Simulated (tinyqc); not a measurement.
Double-gate transistor below threshold, two-dimensional Poisson equation on a small mesh: one step of the calculation.

Half of a symmetric double-gate structure: row 0 is the mid-plane of the body, where the normal field vanishes. Mobile charge is neglected (subthreshold), the body is fully depleted, and potentials are counted from the intrinsic level; rows run upward to the gate, columns from source to drain.

Problem. Jacobi sweep. Free nodes: rows 0..2, columns 1..4, taken row by row from row 0, left to right. t = (up psi(above) + dn psi(below) + lat [psi(left) + psi(right)] + s)/(up + dn + 2 lat), with all neighbours from the previous sweep; psi(new) = t.

psi after iteration 1 (V):
```
	j=0	j=1	j=2	j=3	j=4	j=5
row 0	0.4600000	0.0838141	0.0600000	0.0600000	0.1433492	1.4600000
row 1	0.4600000	0.0838141	0.0600000	0.0600000	0.1433492	1.4600000
row 2	0.4600000	0.0918634	0.0600000	0.0600000	0.1715218	1.4600000
row 3	0.0600000	0.0600000	0.0600000	0.0600000	0.0600000	0.0600000
```

```
row	up	dn	lat	s (V)
0	44.064000	0	2.9779412	0
1	44.064000	44.064000	5.9558824	0
2	15.3	44.064000	5.625	0
```

Find: psi after iteration 2.

Solution.

psi after iteration 2 (V):
```
	j=0	j=1	j=2	j=3	j=4	j=5
row 0	0.460	0.105	0.061	0.065	0.217	1.460
row 1	0.460	0.108	0.061	0.065	0.229	1.460
row 2	0.460	0.107	0.063	0.069	0.224	1.460
row 3	0.060	0.060	0.060	0.060	0.060	0.060
```

Program tinyqc, `OMP_NUM_THREADS=1 python tinyqc.py 2480072 2480073 out.jsonl`; Intel Xeon 2.30GHz, shared host, one thread, about 0.1 s.
